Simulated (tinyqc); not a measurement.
Gas flow in a process chamber: flow regimes, conductance, effective pumping speed, pump-down, outgassing and purge. Changing the pipe diameter d. Computed by tinyqc, a small Python program. Command: `OMP_NUM_THREADS=1 python tinyqc.py 3120033 3120034 out.jsonl pump sweep`. One thread of a shared host (Intel(R) Xeon(R) Processor @ 2.30GHz), about 0.01 s of CPU time with the checks.

Ideal gas, isothermal flow, a pump of constant speed at the end of a round pipe; process gas, volume gas and outgassing are given the same properties. 1 sccm = 101325 Pa x 1e-6 m^3/60 s x T/273.15 K.

Inputs (values chosen for the exercise, modelled on water vapour near room temperature): molar mass M = 18.02 g/mol; molecular diameter = 0.46 nm; viscosity eta = 9.9 micropascal s; temperature T = 300 K; chamber volume V = 7.8 L; wall area = 1.4 m^2; pipe length l = 20 cm; pump speed S = 7.8 L/s; process gas flow = 9.5 sccm; outgassing rate after 1 h = 4.3e-07 Pa m^3/(s m^2); outgassing exponent n = 1; target base pressure = 2e-05 Pa.

Constants: k_B = 1.380649e-23 J/K; u = 1.6605390666e-27 kg.

Method:
- Mean speed c = sqrt(8 k_B T/(pi m)); aperture conductance C_a = c pi d^2/16; molecular pipe C_m = C_a/(1 + 3 l/(4 d)) (Dushman form); viscous pipe C_v = pi d^4 p_mean/(128 eta l); Knudsen interpolation C = C_v + C_m (1 + x)/(1 + 1.24 x), x = d p_mean sqrt(m/(k_B T))/eta.
- Effective speed 1/S_eff = 1/S + 1/C_m; time constant V/S_eff; pressure at which the free path k_B T/(sqrt2 pi d_m^2 p) equals d.
- Steady flow: the pump inlet is at p_2 = Q/S, and the chamber pressure p_1 solves Q = C((p_1 + p_2)/2) (p_1 - p_2). Residence time = p_1 V/Q.
- Knudsen number = free path at the mean pressure over d.
- From the outgassing limit: t = 1 h x (q_1 A/(S_eff p_target))^(1/n) - 10 s; monolayer time at the target = 1e19 m^-2 x 4 k_B T/(p c) for unit sticking.

One run for each value:
```
pipe diameter d (cm)  S_eff in molecular flow (L/s)  chamber pressure p_1 (Pa)  time to the target (h)  C_m (L/s)
1.6                                           2.101                      5.471                   14.32  2.876e+00
2.5                                           4.459                      3.082                    6.75  1.041e+01
3.8                                           6.345                      2.458                    4.74  3.402e+01
5.8                                           7.281                      2.302                    4.13  1.094e+02
8.9                                           7.627                      2.268                    3.94  3.439e+02
14.0                                          7.745                      2.261                    3.88  1.103e+03
32.0                                          7.793                      2.259                    3.86  8.127e+03
```

Give the missing row, pipe diameter d (cm) = 21.0.

Computed row:
```
pipe diameter d (cm)  S_eff in molecular flow (L/s)  chamber pressure p_1 (Pa)  time to the target (h)  C_m (L/s)
21.0                                          7.780                      2.259                    3.87  2.999e+03
```

Interpolating between the two neighbouring rows (the first column on a logarithmic scale, the others too where they are positive) misses most in C_m (L/s), by 2.0 %. Over the rows, S_eff in molecular flow (L/s) rises from 2.10 to 7.79 (exponent d ln y / d ln x 1.7 between the first rows and 0.0039 between the last); chamber pressure p_1 (Pa) falls from 5.47 to 2.26 (exponent d ln y / d ln x -1.3 between the first rows and -2.6e-4 between the last); time to the target (h) falls from 14.3 to 3.86 (exponent d ln y / d ln x -1.7 between the first rows and -0.0039 between the last). At the high end the exponent of S_eff in molecular flow is 0.00, close to 0: the pump limits.
